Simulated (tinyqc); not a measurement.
Transfer between valleys with doping: electrons shared among three sets of ellipsoidal valleys.

F_j(eta) = (1/Gamma(j + 1)) integral_0^infinity x^j dx/(1 + exp(x - eta)), which tends to exp(eta) for eta << 0.

Sets X, L, Gamma: N_i = M_i times N = 2 (m kB T/(4 pi c))^(3/2) with c = hbar^2/2m0, in 1/angstrom^3; times 1e24 for 1/cm^3, m = (ml mt^2)^(1/3); n = sum_i N_i F_1/2((EF - dE_i)/kT), energies from the edge of the first set; mu_drift = sum of share times mobility.

Constants: hbar^2/2m0 = 3.80998211 eV angstrom^2; kB = 8.617333262e-05 eV/K.

Inputs chosen for the exercise (masses and offsets near those of AlAs; mobilities are free inputs, held fixed; not measured data):

| symbol | value | unit | meaning |
|---|---|---|---|
| dE | (0, 0.21, 0.871) | eV | edges of X, L, Gamma above the first |
| M | (3, 4, 1) |  | valleys in each set |
| ml | (0.959, 1.281, 0.147) | m0 | longitudinal masses of X, L, Gamma |
| mt | (0.2218, 0.1548, 0.147) | m0 | transverse masses |
| mu | (320, 450, 1700) | cm^2/(V s) | mobility of each set |
| T | 500 | K |  |

Parabolic valleys; band tails and gap narrowing are left out.

Populations:

| n (1/cm^3) | EF (eV) | share X | share L | share Gamma | mu_drift |
|---|---|---|---|---|---|
| 1.0e+16 | -0.3522 | 0.9918 | 0.0082 | 0.0000 | 321 |
| 1.0e+17 | -0.2529 | 0.9918 | 0.0082 | 0.0000 | 321 |
| 1.0e+18 | -0.1533 | 0.9918 | 0.0082 | 0.0000 | 321 |
| 3.0e+18 | -0.1052 | 0.9916 | 0.0084 | 0.0000 | 321 |
| 1.0e+19 | -0.0503 | 0.9910 | 0.0090 | 0.0000 | 321 |
| 3.0e+19 | 0.0054 | 0.9891 | 0.0109 | 0.0000 | 321 |
| 1.0e+20 | 0.0850 | 0.9796 | 0.0204 | 0.0000 | 323 |

The share of X goes from 0.992 to 0.980 and the mean mobility from 321 to 323 cm^2/(V s). X holds more than L throughout. The share of Gamma is at most 3.6e-10.

(tinyqc, `OMP_NUM_THREADS=1 python tinyqc.py 1681409 1681410 out.jsonl`, Intel(R) Xeon(R) Processor @ 2.30GHz, 1 thread, shared host, about 0.01 s.)
